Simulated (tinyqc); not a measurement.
## Zero-field depth and permittivity from two fields

Problem. The apparent depth of a Coulomb trap is Et - sqrt(q F/(pi eps0 eps_r)). Find Et and eps_r.

Constants: q = 1.602176634e-19 C, eps0 = 8.8541878128e-14 F/cm where lengths are in cm. Results are converted to the units shown.

apparent depth at F = 22 and 90 kV/cm (eV): 0.24387502  0.20693363

Solution. The depth is linear in sqrt(F): the intercept is Et and the slope -sqrt(q/(pi eps0 eps_r)).

Et = 0.2800 eV
eps_r = 9.710

Computed by the program tinyqc: `OMP_NUM_THREADS=1 python tinyqc.py 2050027 2050028 out.jsonl`, one thread of a shared Intel Xeon 2.30GHz, about 0.01 s for the whole run.
